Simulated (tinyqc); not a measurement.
Comparisons within one model: two-band k.p model of the Delta valleys near the X point under shear strain. A value that a table varies takes the place of the one given here.

Valley pair on the [001] axis, kz counted from the X point, c = hbar^2/2m0, k0 = kx0 2 pi/a. H = (c kz^2/ml + c (kx^2 + ky^2)/mt + c k0^2/ml) 1 + (2 c k0 kz/ml) sigma_z + (D exy - 2 c kx ky/Mp) sigma_x, so E = c kz^2/ml + c (kx^2 + ky^2)/mt + c k0^2/ml -/+ sqrt((2 c k0 kz/ml)^2 + (D exy - 2 c kx ky/Mp)^2). Without strain the lower band has its minima, E = 0, at kz = +/- k0. Shifts from diagonal strain are left out.

For |eta| < 1: k_min = k0 sqrt(1 - eta^2), E_min = -Delta eta^2/2, ml(eta) = ml/(1 - eta^2), 1/m[110] = 1/mt + eta/Mp, 1/m[1-10] = 1/mt - eta/Mp. For |eta| > 1 the minimum sits at X: E_min = -Delta (2 |eta| - 1)/2, ml(eta) = ml/(1 - 1/|eta|), and eta is replaced by its sign in the transverse masses. Here Delta = 2 c k0^2/ml and eta = D exy/Delta.

s11 = (C11 + C12)/((C11 - C12)(C11 + 2 C12)), s12 = -C12/((C11 - C12)(C11 + 2 C12)), s44 = 1/C44; exx = s11 sxx + s12 (syy + szz) and cyclic, exy = s44 sxy/2; tension is positive. A uniaxial stress X along the unit vector n is s_ij = X n_i n_j.

Constants: hbar^2/2m0 = 3.80998211 eV angstrom^2; kB = 8.617333262e-05 eV/K.

Inputs chosen for the exercise (near those of Si; not measured data):

| symbol | value | unit | meaning |
|---|---|---|---|
| a | 5.443 | angstrom | lattice constant |
| ml | 0.934 | m0 | longitudinal mass |
| mt | 0.201 | m0 | transverse mass |
| kx0 | 0.144 | 2 pi/a | distance of the minimum from X |
| D | 15.2 | eV | shear deformation potential |
| Mp | 0.229 | m0 | coupling mass |
| C11 | 163.6 | GPa |  |
| C12 | 64.8 | GPa |  |
| C44 | 80.9 | GPa |  |
| Xu | 9.08 | eV | uniaxial potential |
| T | 200 | K | temperature |
| exy | 0.001 |  | shear strain |

## Sweep of the shear strain

Delta = 2 c k0^2/ml, eta = D exy/Delta.

The minimum:

| exy | eta | k_min/k0 | E_min (meV) | ml(eta) | m[110] | m[1-10] | density-of-states mass |
|---|---|---|---|---|---|---|---|
| 0.0000 | 0.000 | 1.000 | 0.0 | 0.934 | 0.2010 | 0.2010 | 0.335 |
| 0.0015 | 0.101 | 0.995 | -1.2 | 0.944 | 0.1846 | 0.2206 | 0.337 |
| 0.0037 | 0.249 | 0.968 | -7.0 | 0.996 | 0.1649 | 0.2574 | 0.348 |
| 0.0074 | 0.499 | 0.867 | -28.1 | 1.244 | 0.1398 | 0.3576 | 0.396 |
| 0.0111 | 0.748 | 0.663 | -63.1 | 2.123 | 0.1213 | 0.5859 | 0.532 |
| 0.0133 | 0.897 | 0.442 | -90.6 | 4.770 | 0.1125 | 0.9442 | 0.797 |
| 0.0178 | 1.200 | 0.000 | -157.8 | 5.600 | 0.1070 | 1.6439 | 0.995 |
| 0.0237 | 1.598 | 0.000 | -247.5 | 2.496 | 0.1070 | 1.6439 | 0.760 |

The valleys reach X at eta = 1, that is exy = 0.0148. The shift is quadratic up to eta = 1 (-7.0 meV at eta = 0.25, -28.1 meV at 0.50) and linear beyond, while 1/m[110] rises linearly, taking m[110] from 0.201 to its floor 0.1070, a gain of 88 % in 1/m. ml(eta) diverges at eta = 1; the largest value listed is 5.60. A deformation-potential model with fixed masses misses all of this.

## Tension along [110]: repopulation and mass change

The z valleys move against the x and y valleys by Xu (ezz - exx) and, through the shear, by E_min. Share of the z valleys n = w/(w + 2 exp(dE/kT)), dE the total relative shift, w = sqrt(ml(eta) m[110] m[1-10]/(ml mt^2)). Along [110]: 1/m_c = n/m[110] + (1 - n)(1/ml + 1/mt)/2. Fixed masses means E_min = 0, w = 1, m[110] = mt. Gains are against 3/(1/ml + 2/mt) at a fixed scattering time.

Results:

| X (GPa) | Xu (ezz - exx) (meV) | E_min (meV) | m[110] | m_c fixed masses | m_c with shear | gain fixed (%) | gain with shear (%) |
|---|---|---|---|---|---|---|---|
| 0.00 | 0.0 | 0.0 | 0.2010 | 0.2722 | 0.2722 | 0.0 | 0.0 |
| 0.25 | -11.5 | -0.3 | 0.1922 | 0.2509 | 0.2434 | 8.5 | 11.9 |
| 0.50 | -23.0 | -1.2 | 0.1842 | 0.2325 | 0.2154 | 17.1 | 26.4 |
| 1.00 | -46.0 | -4.9 | 0.1699 | 0.2111 | 0.1778 | 28.9 | 53.1 |
| 1.50 | -68.9 | -11.0 | 0.1577 | 0.2038 | 0.1592 | 33.5 | 71.0 |
| 2.00 | -91.9 | -19.6 | 0.1472 | 0.2018 | 0.1474 | 34.9 | 84.7 |
| 3.00 | -137.9 | -44.0 | 0.1298 | 0.2011 | 0.1298 | 35.4 | 109.7 |

At 1 GPa repopulation alone gives 28.9 % and the shear terms raise it to 53.1 %. From 2 to 3 GPa the fixed-mass gain grows by 0.5 points, towards its ceiling of 35.4 % when all electrons sit in the z valleys, whereas the gain with shear grows by 25.0 points because m[110] keeps falling.

## What each parameter does

Delta = 2 c k0^2/ml, eta = D exy/Delta. Each row changes one parameter from the base and keeps the others.

Results:

| case | eta | E_min (meV) | ml(eta) (m0) | m[110] (m0) | m[1-10] (m0) |
|---|---|---|---|---|---|
| base | 0.0674 | -0.51 | 0.9383 | 0.1898 | 0.2136 |
| ml = 0.86862 m0 | 0.0627 | -0.48 | 0.8720 | 0.1905 | 0.2127 |
| mt = 0.21507 m0 | 0.0674 | -0.51 | 0.9383 | 0.2023 | 0.2296 |
| kx0 = 0.15408 2 pi/a | 0.0589 | -0.45 | 0.9373 | 0.1911 | 0.2120 |
| D = 16.264 eV | 0.0721 | -0.59 | 0.9389 | 0.1890 | 0.2146 |
| Mp = 0.21297 m0 | 0.0674 | -0.51 | 0.9383 | 0.1890 | 0.2147 |
| exy = 0.00107 | 0.0721 | -0.59 | 0.9389 | 0.1890 | 0.2146 |

The largest shifts from the base row, up to three for each result and ties (the steps differ in size, so this ranks the rows, not the parameters). eta: kx0 -0.0085, ml -0.0047, D +0.0047, exy +0.0047; unchanged at the printed digits by mt and Mp. E_min (meV): D -0.07, exy -0.07, kx0 +0.06; unchanged at the printed digits by mt and Mp. ml(eta) (m0): ml -0.0662, kx0 -0.0010, D +0.0006, exy +0.0006; unchanged at the printed digits by mt and Mp. m[110] (m0): mt +0.0125, kx0 +0.0014, Mp -0.0008. m[1-10] (m0): mt +0.0160, kx0 -0.0017, Mp +0.0010.

tinyqc: `OMP_NUM_THREADS=1 python tinyqc.py 1080827 1080828 out.jsonl`; about 0.01 s, one thread, shared Intel(R) Xeon(R) Processor @ 2.30GHz.
